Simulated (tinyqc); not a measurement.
# Fully depleted semiconductor-on-insulator film with two gates, non-linear Poisson equation by Newton steps: charge against front-gate voltage

One dimension across the film, front interface at x = 0, back interface at x = ts. psi is counted from the intrinsic level, n = ni exp(psi/Vt) (source grounded), holes neglected, acceptors ionised. Gates act through Cox = eps0 eox/tox and Cbox = 3.9 eps0/tb with potentials G1 = Vg - (phiM - chi - Vt ln(Nc/ni)) and G2 = Vb - (phiB - chi - Vt ln(Nc/ni)). Classical Boltzmann densities, no interface charge, no depletion in the back plane.

ni = sqrt(Nc Nv) exp(-Eg/(2 Vt)), Eg in volts. The Poisson equation eps0 eps_r d2psi/dx2 = q (n + Na), with -eps0 eps_r dpsi/dx = Cox (G1 - psi) at x = 0 and eps0 eps_r dpsi/dx = Cbox (G2 - psi) at x = ts, is solved on 300 equal intervals with half boxes at both ends; N_inv is the trapezoid sum of n. Swing = ln 10/(d ln N_inv/dVg); the last column is (dN_inv/dVb)/(dN_inv/dVg).

Parameters, values chosen for the exercise; band and dielectric values close to those of silicon:
- T = 300 K (temperature)
- Eg = 1.11 eV (band gap)
- eps_r = 11.8 (relative permittivity)
- Nc = 2.82e19 cm^-3 (conduction-band density of states at T)
- Nv = 2.61e19 cm^-3 (valence-band density of states at T)
- chi = 4.06 eV (electron affinity)
- eox = 7.52 (relative permittivity of the gate insulator (close to silicon nitride))
- tox = 4 nm (insulator thickness)
- ts = 6.9 nm (film thickness)
- tb = 11 nm (buried-oxide thickness (eps_r 3.9))
- Na = 2.2e17 cm^-3 (acceptor density of the film)
- phiM = 4.23 eV (work function of the front gate)
- phiB = 4.11 eV (work function of the back plane)
- Vb = -0.5 V (back-gate voltage)

Constants: q = 1.602176634e-19 C, kB = 1.380649e-23 J/K, Vt = kB T/q, eps0 = 8.8541878128e-14 F/cm where lengths are in cm. Results are converted to the units shown.

Result of one run:
columns A: Vg (V); B: psi front (V); C: psi back (V); D: N_inv (cm^-2); E: centroid/ts; F: swing (mV/decade); G: q dN_inv/dVg over Cox; H: back/front leverage
```
A         B      C        D      E    F      G      H
0.21  0.483  0.389  2.74e11  0.241  139  0.437  0.205
```

What becomes of these results when the front-gate voltage Vg is changed from 0.21 to 0.06 V, all else the same?

Result of the changed run:
columns A: Vg (V); B: psi front (V); C: psi back (V); D: N_inv (cm^-2); E: centroid/ts; F: swing (mV/decade); G: q dN_inv/dVg over Cox; H: back/front leverage
```
A         B      C       D      E     F       G      H
0.06  0.375  0.304  5.72e9  0.294  73.9  0.0171  0.218
```

The whole series:
columns A: Vg (V); B: psi front (V); C: psi back (V); D: N_inv (cm^-2); E: centroid/ts; F: swing (mV/decade); G: q dN_inv/dVg over Cox; H: back/front leverage
```
A          B       C        D      E       F        G      H
-0.24  0.116  0.0901   4.69e5  0.418    74.1  1.40e-6  0.246
-0.09  0.245   0.198   5.09e7  0.351    73.3  1.54e-4  0.230
0.06   0.375   0.304   5.72e9  0.294    73.9   0.0171  0.218
0.21   0.483   0.389  2.74e11  0.241     139    0.437  0.205
0.36   0.533   0.415  1.26e12  0.192     369    0.755  0.192
0.51   0.560   0.423  2.52e12  0.158     657    0.850  0.185
0.66   0.578   0.427  3.88e12  0.135     963    0.893  0.181
0.81   0.592   0.430  5.29e12  0.119  1.28e3    0.917  0.179
0.96   0.603   0.431  6.74e12  0.106  1.60e3    0.932  0.177
```

N_inv passes 1e11 cm^-2 at Vg = 0.160 V. The swing starts at 74.1 mV a decade, against (1 + k) Vt ln 10 = 68.8 for a front channel with k = Cs Cbox/(Cox (Cs + Cbox)) = 0.156, Cs = eps0 eps_r/ts; above threshold this column is no longer a subthreshold swing. The centroid falls from 0.418 to 0.106 of ts and the leverage of the back gate falls from 0.246 to 0.177. For Vg = 0.36, 0.51, 0.66, 0.81, 0.96 the density at an interface exceeds 0.3 Nc, where Boltzmann statistics fail. In every row the classical centroid lies within 3 nm of an interface, where confinement, left out, would push it away.

Range of the model: In so thin a film or at such density quantum confinement moves the charge away from the interfaces and raises the threshold.

Numbers from tinyqc (`OMP_NUM_THREADS=1 python tinyqc.py 2190032 2190033 out.jsonl`; about 0.4 s on one thread of a shared Intel Xeon 2.30GHz).
